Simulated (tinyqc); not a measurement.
Six-band hole subbands of a thin body in a field: sweeps and comparisons. A value that a table varies takes the place of the one given here.

Basis X, Y, Z times spin, hole energies counted downwards from the unstrained edge (the hydrostatic shift is left out), c = hbar^2/2m0. For a symmetric tensor T let C(T) have C_XX = L Txx + M (Tyy + Tzz), C_XY = N Txy (cyclic), L = c (g1 + 4 g2), M = c (g1 - 2 g2), N = 6 c g3. k = q + kz n, n the unit normal, q = k1 u + k2 v with u along the channel [1-10] and v = n x u. H = C(k k^T) + (Dso/3)(1 - L.sigma) - B + e F z with (L_k)_ij = -i epsilon_kij; B is the block C built from the traceless strain with 2b, -b and sqrt(3) d in place of L, M, N. Strain: exx = eyy = (s11 + s12) sx/2, ezz = s12 sx, exy = -s44 sx/4. Hard walls at z = 0 and t; basis sin(j pi z/t), j = 1 to Nz: kz^2 = (j pi/t)^2, kz = -i D with D_jl = 4 j l/(t (j^2 - l^2)), z_jj = t/2 and z_jl = -8 t j l/(pi (j^2 - l^2))^2 for j + l odd; 1 MV/cm = 0.01 eV/angstrom.

Nz = 14. E1 is the top subband at q = 0, gap the distance to the next pair, and the masses are c q^2/(E(q) - E1) at |q| = 0.02 1/angstrom (mean of the spin pair) along the channel [1-10] and across it in the plane; a dash marks a band that does not rise.

Constants: hbar^2/2m0 = 3.80998211 eV angstrom^2.

Parameters, chosen for this exercise (near those of a p-type Si channel; the results hold for these values, not for the real material): g1 = 4.3 (Luttinger gamma1); g2 = 0.34 (gamma2); g3 = 1.45 (gamma3); Dso = 0.044 eV (spin-orbit splitting); b = -2.1 eV (tetragonal potential); d = -4.73 eV (trigonal potential); S = (7.68, -2.1, 12.58) 1/TPa (compliances s11, s12, s44); face = 110 (surface); t = 85 angstrom (body thickness); F = 0.2 MV/cm (field across the body); sx = -2 GPa (stress along the channel [1-10], negative in compression).

## Stress along the channel

Each row has its own sx.

Results:
```
sx (GPa)  E1 (meV)  gap (meV)  m channel  m across
-3.0         -56.3       28.8      0.113     0.276
-2.0         -20.5       28.8      0.114     0.277
-1.0          15.0       28.8      0.115     0.277
-0.5          32.6       28.7      0.115     0.278
0.0           49.9       28.2      0.118     0.279
0.5           66.1       21.6      0.127     0.284
1.0           73.7       15.4      0.222     0.289
```

Under 2 GPa of compression the channel mass goes from 0.118 to 0.114 m0, the mass across from 0.279 to 0.277; the gap to the next subband is 29, 28 and 15 meV at -2, 0 and +1 GPa. The lightest channel mass of the table, 0.113 m0, is at -3.0 GPa. Compression changes the channel mass little here, since confinement on this face has already singled out the orbital that the stress favours.

## Surface orientation and number of bands

Three faces, six bands; and four bands, with Dso set to 1000 eV.

Results:
```
case           E1 (meV)  gap (meV)  m channel  m across
(001) 6 bands      28.5       74.4      0.143     2.537
(001) 4 bands      55.1       74.6      0.180     0.558
(110) 6 bands     -20.5       28.8      0.114     0.277
(110) 4 bands      38.0       53.6      0.148     0.297
(111) 6 bands       4.8       48.8      0.128     1.096
(111) 4 bands      38.3       49.6      0.162     0.245
```

With six bands the top subband is shallowest on (110) (-20.5 meV) and deepest on (001). Without the stress E1 would be 89.2, 49.9 and 64.8 meV, so the stress moves it by -60.6, -70.4 and -60.1 meV. The lightest channel mass is on (110) (0.114 m0). Dropping the split-off band moves E1 by 26.6, 58.6 and 33.6 meV and the gap by 0.2, 24.8 and 0.9 meV on the three faces, with Dso = 44 meV.

## What each parameter does

Six bands. Each row changes one parameter from the base and keeps the others.

Results:
```
case             E1 (meV)  gap (meV)  m channel (m0)  m across (m0)
base                -20.5       28.8           0.114          0.277
t = 95 angstrom     -20.5       28.8           0.114          0.277
F = 0.5 MV/cm        12.2       52.9           0.114          0.277
sx = -2.5 GPa       -38.4       28.8           0.113          0.277
g3 = 1.35           -10.7       36.6           0.118          0.277
g2 = 0.39           -18.5       30.4           0.114          0.284
Dso = 0.066 eV      -15.0       29.0           0.114          0.277
d = -3.78 eV        -10.3       28.8           0.114          0.277
```

The largest shifts from the base row, up to three for each result and ties (the steps differ in size, so this ranks the rows, not the parameters). E1 (meV): F +32.7, sx -17.9, d +10.3; unchanged at the printed digits by t. gap (meV): F +24.1, g3 +7.7, g2 +1.6; unchanged at the printed digits by t, sx and d. m channel (m0): g3 +0.004, sx -0.000; unchanged at the printed digits by t, F, g2, Dso and d. m across (m0): g2 +0.008; unchanged at the printed digits by t, F, sx, g3, Dso and d.

Run: tinyqc, `OMP_NUM_THREADS=1 python tinyqc.py 1280017 1280018 out.jsonl`; Intel(R) Xeon(R) Processor @ 2.30GHz, one thread, shared host; about 0.3 s of CPU time with all checks.
